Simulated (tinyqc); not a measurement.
One anharmonic mode: perturbation theory, self-consistent phonons and exact levels: one step, computed by the program tinyqc. Command: `OMP_NUM_THREADS=1 python tinyqc.py 3019030 3019031 out.jsonl scp walk`. One thread of a shared host (Intel(R) Xeon(R) Processor @ 2.30GHz), about 0.03 s of CPU time with the checks.

V(x) = k x^2/2 + b x^4 for one coordinate x of mass M. A constant K > 0 gives hbar Omega = sqrt((hbar^2/u) K/M) with K in eV/angstrom^2 and M in u.

Problem. Levels in the small basis. Diagonalise H.

Shape: double well.

H (meV), lower triangle (symmetric):
```
         1        2         3         4         5         6
1  1.24514
2  0.00000  6.22568
3  0.77211  0.00000  16.18676
4  0.00000  5.40393   0.00000  31.12838
5  2.03330  0.00000  13.39335   0.00000  51.05054
6  0.00000  4.54659   0.00000  24.71529   0.00000  75.95325
```

Give: levels.

Solution.

levels (meV): 1.158  5.097  11.636  20.809  55.688  87.402
